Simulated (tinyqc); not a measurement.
From one set of inputs to another, one input at a time: speciation in dilute and buffered hydrofluoric acid, oxide etch rate and bath loading. Computed by tinyqc, a small Python program. Command: `OMP_NUM_THREADS=1 python tinyqc.py 3121536 3121537 out.jsonl hfetch ladder`. One thread of a shared host (Intel(R) Xeon(R) Processor @ 2.30GHz), about 0.01 s of CPU time with the checks.

Concentrations stand for activities, NH4+ and Cl- are spectators, and water ionisation is neglected. H, F and HF2 denote the ions H+, F- and HF2-. The base temperature is 298 K.

The inputs printed are set A. Inputs not listed in the table keep their values of set A, so the rows need not describe a real material.

Inputs (values chosen for the exercise, of the order of those for thermal oxide at room temperature):
```
quantity                            value            unit
HF added                             0.54           mol/L
NH4F added                              0           mol/L
HCl added                            0.19           mol/L
K1 = [H][F]/[HF]                 0.000671           mol/L
K2 = [HF2]/([HF][F])                 4.36           L/mol
K3 = [H2F2]/[HF]^2                      0           L/mol
rate constant of neutral HF k_a        16  nm L/(min mol)
rate constant of HF2 k_b               68  nm L/(min mol)
activation energy                    0.33              eV
temperature error                     1.2               K
oxide removed per wafer                17              nm
```

Constants: k_B = 8.617333262e-05 eV/K.

Method:
- Fluoride balance: [HF] + [F] + 2 [HF2] + 2 [H2F2] = HF added + NH4F added. Acid balance: [H] + [HF] + [HF2] + 2 [H2F2] = HF added + HCl added. For a trial [H], [HF] = [H][F]/K1, and the fluoride balance is a quadratic in [F].
- The root is refined to 1e-13 in pH = -log10 [H].
- Rate = k_a ([HF] + 2 [H2F2]) + k_b [HF2], an empirical two-term form.
- Time = oxide/rate; a temperature error changes the rate by exp((E_a/k_B)(1/298 - 1/(298 + error))) - 1.

Each row keeps all changes above it:
```
input moved                                           from        to      pH  etch rate (nm/min)  share of HF2 in the rate (%)
set A                                                    -         -  0.7077              8.7618                        3.2516
K1 = [H][F]/[HF] (mol/L)                          0.000671  0.000702  0.7072              8.7670                        3.3896
rate constant of HF2 k_b (nm L/(min mol))               68        47  0.7072              8.6753                        2.3676
K2 = [HF2]/([HF][F]) (L/mol)                          4.36      3.77  0.7084              8.6666                        2.0638
rate constant of neutral HF k_a (nm L/(min mol))        16        14  0.7084              7.6057                        2.3517
HF added (mol/L)                                      0.54      0.19  0.7186              2.6596                        0.8676
HCl added (mol/L)                                     0.19         0  1.8532              2.6447                        9.7498
```

Which inputs carry the difference?

pH goes from 0.708 to 1.85, a factor 2.62 in all. The largest single move comes from HCl added (a factor 2.58). Etch rate goes from 8.76 to 2.64, a factor 0.302 in all. The largest single move comes from HF added (a factor 0.350). Share of HF2 in the rate goes from 3.25 to 9.75, a factor 3.00 in all. The largest single move comes from HCl added (a factor 11.2), and HF added works against it (a factor 0.369). The single moves hold for this order of the switches; the total does not depend on the order.

Extremes, crossings and ranges named in words are read from the listed rows.
